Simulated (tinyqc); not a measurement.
Capacitances against the relative permittivity between the lines.

Endless row of lines of width wl, height tl and space sl between grounded planes at distance hd; e2 fills the gaps beside the lines, e1 the rest. Laplace's equation is solved on meshes of 3, 6 and 12 steps per unit u and extrapolated (Aitken), which is good to about 0.2 %. C_even (all lines at 1 V) is the capacitance Cg to the planes; C_odd (neighbours in antiphase) = Cg + 4 Cc if only nearest neighbours couple, which defines Cc; total with quiet neighbours Cg + 2 Cc. Plate values 2 eps0 e1 wl/hd and eps0 e2 tl/sl.

Values chosen for this exercise:
```
symbol  value  unit                                          meaning
e1        3.9        relative permittivity above and below the lines
wl          4     u                           line width, in units u
tl          6     u                                      line height
sl          4     u                              space between lines
hd          6     u                           distance to each plane
```

Constants: eps0 = 8.8541878128e-12 F/m. Results are converted to the units shown.

The same in every row: plate Cg (aF/um) = 46.0.

Results:

| e2 | Cg (aF/um) | Cc (aF/um) | Cg + 2 Cc (aF/um) | C_odd (aF/um) | plate Cc (aF/um) | share of coupling, 2 Cc/(Cg + 2 Cc) (%) |
|---|---|---|---|---|---|---|
| 1 | 83.4 | 28.3 | 140 | 197 | 13.3 | 40.4 |
| 2 | 85.3 | 41.6 | 168 | 252 | 26.6 | 49.4 |
| 2.5 | 85.9 | 48.2 | 182 | 279 | 33.2 | 52.9 |
| 3 | 86.4 | 54.9 | 196 | 306 | 39.8 | 55.9 |
| 3.9 | 87.2 | 66.8 | 221 | 355 | 51.8 | 60.5 |
| 5 | 87.9 | 81.5 | 251 | 414 | 66.4 | 65.0 |
| 7 | 88.7 | 108 | 305 | 521 | 93.0 | 70.9 |

Estimate the missing row, e2 = 1.5.

Computed row:

| e2 | Cg (aF/um) | Cc (aF/um) | Cg + 2 Cc (aF/um) | C_odd (aF/um) | plate Cc (aF/um) | share of coupling, 2 Cc/(Cg + 2 Cc) (%) |
|---|---|---|---|---|---|---|
| 1.5 | 84.5 | 35.0 | 154 | 224 | 19.9 | 45.3 |

With this row back in the table: As e2 goes from 1 to 7, Cg rises from 83.4 to 88.7 aF/um, Cc rises from 28.3 to 108 aF/um and the share of coupling rises from 40.4 to 70.9 %. Cg is 1.81 times its plate value in the first row and 1.93 times in the last; for Cc the ratios are 2.13 and 1.16. Neighbours in antiphase raise the load by a factor of 1.40 and 1.71 over quiet ones.

Computed by the program tinyqc: `OMP_NUM_THREADS=1 python tinyqc.py 2790153 2790154 out.jsonl`, one thread of a shared Intel Xeon 2.30GHz, about 0.9 s for the whole run.
